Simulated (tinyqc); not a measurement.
Inside a calculation. Model: minimum-mode following (dimer method) and harmonic rate on a two-dimensional model surface. Computed by tinyqc, a small Python program that keeps every step. Command: `OMP_NUM_THREADS=1 python tinyqc.py 3004334 3004335 out.jsonl dimer walk`. One thread of a shared host (Intel(R) Xeon(R) Processor @ 2.30GHz), about 0.01 s of CPU time with the checks. Intermediate numbers are printed to about 7 digits and carried at full precision; extremes and crossings named in words are read from the listed rows.

V(x, y) = h u^2 + t x + (kappa/2)(y + c u)^2 with u = x^2/w^2 - 1; the path runs from the minimum near (-w, 0) to that near (w, 0).

Inputs (values chosen for the exercise, for a model surface): height h = 0.22 eV; half width w = 1.2 angstrom; transverse stiffness kappa = 2.2 eV/angstrom^2; curvature c = 0.27 angstrom; tilt t = 0.045 eV/angstrom; start as a fraction of the way from minimum to saddle = 0.65; offset of the start in y = -0.086 angstrom; first angle of the dimer = 15 degrees; half length delta = 0.005 angstrom; step factor eta = 0.25 angstrom^2/eV; mass M = 93.4 u; temperature T = 300 K.

Surface: curved double well.

Constants: nu for 1 eV/(angstrom^2 u) = 15.6333042 THz; k_B = 8.617333262e-05 eV/K.

## Stationary points

Newton steps x(new) = x - H^-1 grad V (moves limited to 0.3 angstrom) from (-w, 0), (w, 0) and (0, c) give the two minima and the saddle.

positions (angstrom), rows start, end, saddle, columns x, y:
$$\begin{pmatrix}
-1.235250 & -0.016095 \\
1.161333 & 0.017120 \\
0.073917 & 0.268976
\end{pmatrix}$$

energies (eV): start -0.0548044, end 0.0531445, saddle 0.2216600

barrier from the start = 0.2764644 eV

## Starting point

R0 = start minimum + fraction x (saddle - minimum) + (0, offset); in practice such a guess comes from a displaced minimum.

R at the start (angstrom): [-0.3842915, 0.0832007]

phi at the start = 15 degrees

## Dimer step 1

Dimer at R with unit axis N = (cos phi, sin phi) and normal T = (-sin phi, cos phi). Gradients g at R +/- delta N and at R +/- delta T give H N and H T by central differences, (g+ - g-)/(2 delta). With C_N = N.H N, C_T = T.H T and b = T.H N, rotate by theta = (1/2) atan2(-2b, C_T - C_N), the angle of least curvature C = (C_N + C_T)/2 - sqrt((C_N - C_T)^2/4 + b^2). Translate along F = -g + 2 (g.N) N if C < 0, else along F = (g.N) N, with the new axis: R(new) = R + eta F, the move limited to 0.2 angstrom.

C_N, C_T, b (eV/angstrom^2): [-0.485731, 2.177074, 0.402599]

rotation theta = -8.412320 degrees

phi after step 1 = 6.587680 degrees

least curvature C = -0.5452696 eV/angstrom^2

gradient g (eV/angstrom): [0.3062043, -0.3500404]

effective force F (eV/angstrom): [0.2183586, 0.4106201]

R after step 1 (angstrom): [-0.3297019, 0.1858558]

The curvature is negative, so the force along the axis is inverted.

## Dimer step 2

The formulas are those given above.

C_N, C_T, b (eV/angstrom^2): [-0.518247, 2.226572, 0.041916]

rotation theta = -0.8746815 degrees

phi after step 2 = 5.712999 degrees

least curvature C = -0.5188872 eV/angstrom^2

gradient g (eV/angstrom): [0.2486183, -0.1402772]

effective force F (eV/angstrom): [0.2159019, 0.1867489]

R after step 2 (angstrom): [-0.2757264, 0.2325430]

The curvature is negative, so the force along the axis is inverted.

## All steps

R0 = start minimum + fraction x (saddle - minimum) + (0, offset). Stop when |g| is below 1e-5 eV/angstrom, after 150 steps at most.

Course of the dimer:
```
step  x (angstrom)  y (angstrom)  E above the start (eV)  C (eV/angstrom^2)  |g| (eV/angstrom)
1       -0.3842915     0.0832007               0.2425481         -0.5452696       4.650692e-01
2       -0.3297019     0.1858558               0.2324788         -0.5188872       2.854624e-01
3       -0.2757264     0.2325430               0.2403723         -0.5288891       2.159996e-01
4       -0.2260930     0.2538154               0.2493360         -0.5483057       1.800806e-01
5       -0.1821214     0.2634753               0.2565911         -0.5670181       1.537803e-01
6       -0.1439210     0.2678053               0.2620476         -0.5819916       1.315385e-01
7       -0.1110898     0.2696805               0.2660551         -0.5929289       1.122095e-01
8       -0.0830473     0.2704236               0.2689682         -0.6004421       9.546519e-02
9       -0.0591821     0.2706467               0.2710742         -0.6053283       8.106594e-02
...            ...           ...                     ...                ...                ...
56       0.0738571     0.2689769               0.2764644         -0.6037887       3.609259e-05
57       0.0738661     0.2689767               0.2764644         -0.6037868       3.064440e-05
58       0.0738737     0.2689765               0.2764644         -0.6037853       2.601862e-05
59       0.0738802     0.2689764               0.2764644         -0.6037840       2.209111e-05
60       0.0738858     0.2689762               0.2764644         -0.6037828       1.875647e-05
61       0.0738905     0.2689761               0.2764644         -0.6037819       1.592520e-05
62       0.0738944     0.2689760               0.2764644         -0.6037811       1.352131e-05
63       0.0738978     0.2689760               0.2764644         -0.6037804       1.148028e-05
64       0.0739007     0.2689759               0.2764644         -0.6037798       9.747348e-06
```

final position (angstrom): [0.0739007, 0.2689759]

steps = 64

final |g| = 9.747348e-06 eV/angstrom

Converged in 64 steps on the saddle found by Newton steps.

## Curvatures and frequencies

Diagonalise the Hessian at the start minimum and at the saddle; nu = 15.6333042 THz x sqrt(|lambda|/M).

Hessian at the minimum (eV/angstrom^2):
$$\begin{pmatrix}
1.803569 & -1.019081 \\
-1.019081 & 2.200000
\end{pmatrix}$$

Hessian at the saddle (eV/angstrom^2):
$$\begin{pmatrix}
-0.602465 & 0.060981 \\
0.060981 & 2.200000
\end{pmatrix}$$

eigenvalues at the minimum (eV/angstrom^2): [0.963606, 3.039964]

eigenvalues at the saddle (eV/angstrom^2): [-0.603791, 2.201326]

frequencies at the minimum (THz): [1.587914, 2.820405]

frequencies at the saddle (the first is imaginary) (THz): [1.256958, 2.400046]

## Harmonic rate

Vineyard prefactor nu* = nu1 nu2 (minimum)/nu2 (saddle); k = nu* exp(-E_b/(k_B T)).

prefactor nu* = 1.866032 THz

rate k = 4.231765e+07 1/s

Checks made by the program: energy at the dimer end point against that of the Newton saddle (relative difference 3e-10).
